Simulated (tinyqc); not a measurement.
Inside a calculation. Method: plane-wave Kohn-Sham cycle with exchange-only LDA in a layered model solid. One step of it, computed by the program tinyqc.

Task: Iteration 2: potential. V_H(G) = 4 pi rho(G)/G^2 for G != 0 (uniform background); v_x = -(3 rho/pi)^(1/3); V = V_ext + V_H + v_x; Fourier components f(G_m) = (1/N) sum_j f(x_j) exp(-i G_m x_j).

A solid whose potential varies along x alone (atomic units):
```
parameter                      value
period a                   12.200000
cross-section of the cell  12.000000
electrons per cell                 2
grid points                       16
plane waves -n..n, n               3
k points                           1
V1 in V1 cos(2 pi x/a)     -0.340000
V2 in V2 cos(4 pi x/a)     -0.180000
```

density after iteration 1 (e/bohr^3): [0.02782575, 0.02385790, 0.01637459, 0.01155244, 0.00997787, 0.00966496, 0.00959757, 0.00956950, 0.00956378, 0.00956950, 0.00959757, 0.00966496, 0.00997787, 0.01155244, 0.01637459, 0.02385790]

Give: Potentials on the grid; V(G_m), m = 0, 1, 2, ....

Result:

Potentials on the grid (hartree):
```
x          V_ext      V_H      v_x        V
0.0000   -0.5200   0.3941  -0.2984  -0.4243
0.7625   -0.4414   0.3450  -0.2835  -0.3799
1.5250   -0.2404   0.2235  -0.2501  -0.2670
2.2875   -0.0028   0.0804  -0.2226  -0.1451
3.0500    0.1800  -0.0494  -0.2120  -0.0814
3.8125    0.2574  -0.1530  -0.2098  -0.1054
4.5750    0.2404  -0.2275  -0.2093  -0.1964
5.3375    0.1868  -0.2724  -0.2091  -0.2946
6.1000    0.1600  -0.2873  -0.2090  -0.3363
6.8625    0.1868  -0.2724  -0.2091  -0.2946
7.6250    0.2404  -0.2275  -0.2093  -0.1964
8.3875    0.2574  -0.1530  -0.2098  -0.1054
9.1500    0.1800  -0.0494  -0.2120  -0.0814
9.9125   -0.0028   0.0804  -0.2226  -0.1451
10.6750  -0.2404   0.2235  -0.2501  -0.2670
11.4375  -0.4414   0.3450  -0.2835  -0.3799
```

V(G_m), m = 0, 1, 2, ... (hartree): [-0.2312, -0.0235, -0.0748, 0.0012, 0.0002, 0.0002, 0.0001]
